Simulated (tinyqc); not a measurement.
Resistance of a tapered via with liner, size effect and interface: two steps of the calculation.

A round via whose diameter grows from db at the bottom as D(z) = db + 2 z/tan(ang). The fill, of diameter D - 2 tl, starts above the bottom liner (thickness fb tl) and has rho = rho0 (1 + ks lam/(D - 2 tl)); the sidewall liner conducts in parallel with it. The bottom liner and the interface are crossed over the full area pi db^2/4. Spreading in the lines above and below is left out.

Parameters, values chosen for the exercise; fill metal close to tungsten:
- db = 9.9 nm (diameter at the bottom)
- hv = 26 nm (height)
- ang = 85 degrees (sidewall angle)
- rho0 = 5.45 uohm cm (bulk resistivity of the fill)
- lam = 15.9 nm (mean free path of the fill)
- ks = 1.1 (size-effect factor)
- tl = 2 nm (liner on the sidewall)
- fb = 0.7 (liner at the bottom over that on the sidewall)
- rl = 390 uohm cm (resistivity of the liner)
- ri = 1e-12 ohm cm^2 (interface resistivity at the bottom)
- Sb = 9.1e14 S/m^2 (ballistic conductance per area, about 3/(4 rho0 lam))

Problem 1. Slices of the via. Slices between z0 = fb tl and hv, evaluated at their midpoints: conductance per length pi/4 [(D - 2 tl)^2/rho + (D^2 - (D - 2 tl)^2)/rl], slice resistance = slice height over that. 7 slices.

Find: z; D; rho; slice resistance.

Solution 1.

| slice | z (nm) | D (nm) | rho (uohm cm) | slice resistance (ohm) |
|---|---|---|---|---|
| 0 | 3.1571 | 10.452 | 20.223 | 20.046 |
| 1 | 6.6714 | 11.067 | 18.937 | 15.847 |
| 2 | 10.186 | 11.682 | 17.858 | 12.772 |
| 3 | 13.700 | 12.297 | 16.938 | 10.465 |
| 4 | 17.214 | 12.912 | 16.146 | 8.6999 |
| 5 | 20.729 | 13.527 | 15.455 | 7.3243 |
| 6 | 24.243 | 14.142 | 14.849 | 6.2352 |

Problem 2. Total resistance. R_fill = sum of the slices; R_bottom = rl fb tl/(pi db^2/4); R_interface = ri/(pi db^2/4); ballistic (Sharvin) limit 1/(Sb pi (db - 2 tl)^2/4); ideal cylinder rho0 hv/(pi db^2/4).

| slice | slice resistance (ohm) |
|---|---|
| 0 | 20.045916 |
| 1 | 15.847498 |
| 2 | 12.771794 |
| 3 | 10.465293 |
| 4 | 8.6999349 |
| 5 | 7.3242913 |
| 6 | 6.2351939 |

Find: parts; R; shares; ballistic limit; ideal cylinder.

Solution 2.

parts (ohm): fill 81.39, bottom liner 70.93, interface 1.299
R = 153.6 ohm
shares (%): fill 52.98, bottom liner 46.17, interface 0.85
ballistic limit = 40.19 ohm
ideal cylinder = 18.41 ohm

The fill is the largest part, and R is 8.35 times the ideal cylinder. With 2000 slices R = 153.83 ohm.

tinyqc, about 0.01 s, one thread, Intel Xeon 2.30GHz (shared host): `OMP_NUM_THREADS=1 python tinyqc.py 2750014 2750015 out.jsonl`
